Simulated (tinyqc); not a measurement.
# Worked calculation: hot electrons in a saturated n-channel MOSFET, lucky-electron model

Computed by the program tinyqc: `OMP_NUM_THREADS=1 python tinyqc.py 2550122 2550123 out.jsonl`, one thread of a shared Intel Xeon 2.30GHz, about 0.01 s for the whole run. Printed values are rounded.

Beyond pinch-off the lateral field grows as Esat cosh(y/l) over the velocity-saturated region (pseudo-two-dimensional model). Impact ionisation in this region gives the substrate current, which biases the body forward through Rsub. Currents are per width. Local-field laws: they overstate ionisation when the field peak is narrower than an energy relaxation length.

Inputs (values chosen for the exercise); values close to those of silicon n-channel devices: channel length L = 0.35 um; oxide thickness tox = 8.9 nm; junction depth xj = 150 nm; threshold VT = 0.54 V; effective mobility mu = 290 cm^2/(V s); saturation velocity vs = 7.2e6 cm/s; ionisation prefactor Ai = 2e6 1/cm; ionisation field Bi = 1.81 MV/cm; resistance of the lightly doped drain Rd = 400 ohm um; substrate resistance Rsub = 4000 ohm um; fall of VT per volt of forward body bias kb = 0.36; hot-electron mean free path lm = 8.2 nm; oxide barrier pb = 3.2 V; prefactor of the gate current Cg = 0.0023; lifetime exponent m = 3.2; lifetime constant Hl = 990 s uA/um; drain voltage Vd = 2.7 V; gate voltage Vg = 1.2 V.

Constants: eps0 = 8.8541878128e-14 F/cm where lengths are in cm. Results are converted to the units shown.

## Length and field scales

Cox = 3.9 eps0/tox, l = sqrt(3 tox xj), Esat = 2 vs/mu.

Cox = 0.3879925 uF/cm^2
l = 63.28507 nm
Esat = 0.04965517 MV/cm
Esat L = 1.737931 V

## Iteration 1: body bias from the substrate current

Vb at the start = 0 V

Cox = 3.9 eps0/tox. Overdrive g = Vg - VT + kb Vb; Vdsat = g Esat L/(g + Esat L); Id = Cox vs (g - Vdsat); dV = Vd - Id Rd - Vdsat; Em = sqrt((dV/l)^2 + Esat^2); Isub = Id (Ai/Bi) l Em exp(-Bi/Em). Vb(new) = Rsub Isub.

Vdsat = 0.4783434 V
Id = 50.74661 uA/um
dV = 2.201358 V
Em = 0.3513742 MV/cm
Isub = 0.7222543 uA/um
Vb after iteration 1 = 0.002889017 V

## Iteration 2: body bias from the substrate current

As before.

Vdsat = 0.4788895 V
Id = 50.88460 uA/um
dV = 2.200757 V
Em = 0.3512801 MV/cm
Isub = 0.7230265 uA/um
Vb after iteration 2 = 0.002892106 V

## Course of the iteration: body bias from the substrate current

Stop when Vb changes by less than 1e-9 V, or after 60 iterations.

Course of the iteration:
```
iteration       Vb (V)  |change| (V)
1          0.002889017       2.89e-3
2          0.002892106       3.09e-6
3          0.002892109       3.30e-9
4          0.002892109      3.52e-12
```

Converged in 4 iterations. At the end each change is about 0.0011 times the one before: linear convergence.

## Gate current, lifetime and channel shortening

Id = 50.88475 uA/um
dV = 2.200756 V
Em = 0.3512800 MV/cm
Isub = 0.7230273 uA/um

Ig = Cg Id exp(-pb/(lm Em)); lifetime tau = (Hl/Id)(Isub/Id)^(-m); length of the saturated region dL = l ln[(dV/l + Em)/Esat]. 1 year = 3.15576e7 s.

Isub/Id = 0.01420912
Ig = 1.752477 pA/um
tau = 0.5031865 years
dL = 167.3634 nm

The lifetime misses ten years. Integrating Ai exp(-Bi/E) over the cosh profile gives Isub/Id = 0.0123, so the closed form is 15 % above it.
